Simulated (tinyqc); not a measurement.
Changing the single-ion anisotropy K: Heisenberg magnet: exchange from energy differences, ordering vector, linear spin waves and ordering temperature. Computed by tinyqc, a small Python program. Command: `OMP_NUM_THREADS=1 python tinyqc.py 3008579 3008580 out.jsonl magnon sweep`. One thread of a shared host (Intel(R) Xeon(R) Processor @ 2.30GHz), about 2 s of CPU time with the checks.

H = -sum over pairs <ij> J_ij S_i.S_j - K sum_i (S_i^z)^2, each pair once, J > 0 ferromagnetic. First neighbours: 6 at a (1, 0, 0), second: 12 at a (1, 1, 0), with all permutations and signs.

Inputs (values chosen for the exercise, for a model magnet):
```
quantity            value      unit
exchange J1          1.64       meV
exchange J2         -0.15       meV
spin S                  1         -
lattice constant a   4.53  angstrom
mesh divisions n       24         -
temperature T          22         K
```

Lattice: simple cubic. Order: ferromagnetic.

Constants: k_B = 8.617333262e-05 eV/K.

Method:
- g_s(q) = sum over shell s of cos(q.R), z1 = g1(0). E(q) = S [J(0) - J(q)] + (2S - 1) K, J(q) = J1 g1 + J2 g2. The factor 2S - 1 removes the anisotropy for S = 1/2.
- sum R_x^2 over the shells is s1 = 2 a^2 and s2 = 8 a^2. E = gap + D q^2 with D = (S/2)(J1 s1 + J2 s2) and gap = (2S - 1) K.
- J(q) = J1 g1(q) + J2 g2(q), g_s(q) = sum over shell s of cos(q.R).
- Mesh: q = sum_i (m_i + 1/2)/n b_i, m_i = 0..n-1, b = [[1, 0, 0], [0, 1, 0], [0, 0, 1]] in 2 pi/a; <..> is the mean over the mesh.
- n = 1/(exp(E/(k_B T)) - 1); no zero-point loss; thermal loss <n>; moment = S less the losses.

One run for each value:
```
single-ion anisotropy K (meV)  gap (meV)  thermal loss  zero-point loss
0.0033                            0.0033       0.15134                0
0.0068                            0.0068       0.14944                0
0.0140                            0.0140       0.14594                0
0.0290                            0.0290       0.13991                0
0.0610                            0.0610       0.13031                0
0.1300                            0.1300       0.11623                0
0.5500                            0.5500       0.07510                0
```

Give the missing row, single-ion anisotropy K (meV) = 0.2600.

Computed row:
```
single-ion anisotropy K (meV)  gap (meV)  thermal loss  zero-point loss
0.2600                            0.2600       0.09890                0
```

Interpolating between the two neighbouring rows (the first column on a logarithmic scale, the others too where they are positive) misses most in thermal loss, by 4.7 %. Over the rows, gap (meV) rises from 0.00330 to 0.550 (exponent d ln y / d ln x about 1.0 throughout); thermal loss falls from 0.151 to 0.0751 (exponent d ln y / d ln x -0.017 between the first rows and -0.37 between the last); zero-point loss does not change. The exponent of gap stays at 1: the gap of a ferromagnet is proportional to K.

Caution (rows 0.00330): with so many magnons their interaction matters and linear theory fails.
